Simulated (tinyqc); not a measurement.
Exchange-only LDA atom on a uniform radial grid, spin-unpolarised, for B+, step by step. Computed by tinyqc, a small Python program that keeps every step. Settings: Z = 5, points = 256, R = 7.0, functional = Slater exchange alone, mixing = 1.0, iteration cap = 71. Command: `OMP_NUM_THREADS=1 python tinyqc.py 25383 25384 out.jsonl` (the two numbers bound the seeds that draw the settings). One thread of a shared host (Intel(R) Xeon(R) Processor @ 2.60GHz), about 0.3 s of CPU time with the checks. Later iterations appear only in the table of the cycle.

## Iteration 1

Spherical atom on a uniform radial grid r_j = j h with h = R/(N + 1), h sum u^2 = 1 and integrals as h times sums, u(0) = u(R) = 0 (atomic units):
```
parameter           value
Z                       5
points N              256
R                7.000000
h                0.027237
mixing           1.000000
electrons in 1s         2
electrons in 2s         2
```

Three-point differences turn -u''/2 + [l(l+1)/2r^2 - Z/r + V] u = e u into a tridiagonal matrix (diagonal 1/h^2 + potential, off-diagonal -1/2h^2). D = sum f u^2; the Hartree potential y/r solves y'' = -D/r with y(0) = 0, y(R) = N_e; v_xc comes from rho = D/(4 pi r^2); E = sum f e - int D V + int D (V_H/2 + eps_xc); V(new) = V + mixing (V_H + v_xc - V).

eigenvalues (hartree): 1s -12.442572, 2s -3.121386

Every 16th grid point:
```
r             V in     u(1s)      u(2s)         D       V_H       v_xc
0.435798  0.000000  1.104977  -0.101003  2.462350  6.333525  -0.995055
0.871595  0.000000  0.251745  -0.917943  1.811988  4.017355  -0.565930
1.307393  0.000000  0.043016  -0.892784  1.597828  2.944974  -0.414152
1.743191  0.000000  0.006534  -0.593438  0.704422  2.273984  -0.260197
2.178988  0.000000  0.000930  -0.330824  0.218891  1.832278  -0.151877
2.614786  0.000000  0.000127  -0.166412  0.055386  1.529223  -0.085067
3.050584  0.000000  0.000017  -0.078230  0.012240  1.311144  -0.046408
3.486381  0.000000  2.20e-06  -0.035051  0.002457  1.147310  -0.024859
3.922179  0.000000  2.82e-07  -0.015151  0.000459  1.019840  -0.013138
4.357977  0.000000  3.57e-08  -0.006369  0.000081  0.917857  -0.006873
4.793774  0.000000  4.47e-09  -0.002618  0.000014  0.834416  -0.003566
5.229572  0.000000  5.56e-10  -0.001057  2.23e-06  0.764881  -0.001837
5.665370  0.000000  6.86e-11  -0.000419  3.51e-07  0.706044  -0.000940
6.101167  0.000000         0  -0.000162  5.23e-08  0.655612  -0.000474
6.536965  0.000000         0  -0.000056  6.18e-09  0.611905  -0.000222
6.972763  0.000000         0  -2.77e-06  1.54e-11  0.573661  -0.000029
```

total energy = -22.77309018 hartree

## Iteration 2

As before.

eigenvalues (hartree): 1s -6.069596, 2s -0.478448

Every 16th grid point:
```
r             V in     u(1s)      u(2s)         D       V_H       v_xc
0.435798  5.338469  1.158180   0.064317  2.691034  5.508735  -1.024952
0.871595  3.451426  0.374227  -0.451531  0.687853  3.454398  -0.409772
1.307393  2.530822  0.099339  -0.692352  0.978439  2.613042  -0.351691
1.743191  2.013788  0.024550  -0.718925  1.034910  2.112790  -0.295795
2.178988  1.680401  0.005852  -0.639147  0.817087  1.761301  -0.235599
2.614786  1.444156  0.001366  -0.523511  0.548130  1.499384  -0.182638
3.050584  1.264736  0.000315  -0.408221  0.333289  1.298908  -0.139617
3.486381  1.122451  0.000072  -0.308210  0.189987  1.142394  -0.105904
3.922179  1.006701  0.000016  -0.227340  0.103367  1.017916  -0.079928
4.357977  0.910984  3.68e-06  -0.164502  0.054122  0.917135  -0.060051
4.793774  0.830850  8.30e-07  -0.116771  0.027271  0.834163  -0.044844
5.229572  0.763044  1.86e-07  -0.080876  0.013082  0.764802  -0.033126
5.665370  0.705104  4.18e-08  -0.053783  0.005785  0.706024  -0.023926
6.101167  0.655138  9.34e-09  -0.032873  0.002161  0.655609  -0.016401
6.536965  0.611682  2.00e-09  -0.015906  0.000506  0.611905  -0.009654
6.972763  0.573632  7.98e-11  -0.000914  1.67e-06  0.573661  -0.001377
```

total energy = -23.63320838 hartree

## Convergence

Stop when input and output potentials agree to 1e-7.

Course of the cycle (hartree):
```
iteration             E       e(1s)      e(2s)  largest |V(out) - V(in)|
1          -22.77309018  -12.442572  -3.121386                  8.42e+00
2          -23.63320838   -6.069596  -0.478448                  1.69e+00
3          -23.67054476   -7.115531  -0.715790                  3.75e-01
4          -23.67243575   -6.878377  -0.654622                  8.27e-02
5          -23.67252851   -6.930829  -0.667883                  1.83e-02
6          -23.67253310   -6.919168  -0.664905                  4.07e-03
7          -23.67253333   -6.921759  -0.665567                  9.04e-04
8          -23.67253334   -6.921183  -0.665420                  2.01e-04
9          -23.67253334   -6.921311  -0.665453                  4.46e-05
10         -23.67253334   -6.921282  -0.665446                  9.92e-06
11         -23.67253334   -6.921289  -0.665447                  2.20e-06
12         -23.67253334   -6.921287  -0.665447                  4.90e-07
13         -23.67253334   -6.921288  -0.665447                  1.09e-07
14         -23.67253334   -6.921288  -0.665447                  2.42e-08
```

Converged in 14 iterations. A uniform grid resolves the cusp poorly: for a bare nucleus this grid gives 1s at -12.44257 against -Z^2/2 = -12.5 hartree. Before convergence this energy mixes input and output and is not variational, so it may rise towards its limit.
